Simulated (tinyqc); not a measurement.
## Field length and prefactor from two substrate currents

Question. For Em = (Vd - Vdsat)/l, Isub/Id = (Ai/Bi)(Vd - Vdsat) exp(-Bi l/(Vd - Vdsat)), and l = sqrt(3 tox xj). Find l, Ai and xj.

Values chosen for this exercise:
- tox = 8.7 nm (oxide thickness)
- Bi = 1.67 MV/cm (ionisation field)

Isub/Id at Vd - Vdsat = 2.2 and 2.9 V: [0.0376502279, 0.138382182]

Solution. ln[Isub/(Id (Vd - Vdsat))] is linear in 1/(Vd - Vdsat) with slope -Bi l.

l = 55.96 nm
Ai = 2.000e6 1/cm
xj = 120.0 nm

tinyqc, about 0.01 s, one thread, Intel Xeon 2.30GHz (shared host): `OMP_NUM_THREADS=1 python tinyqc.py 2550042 2550043 out.jsonl`
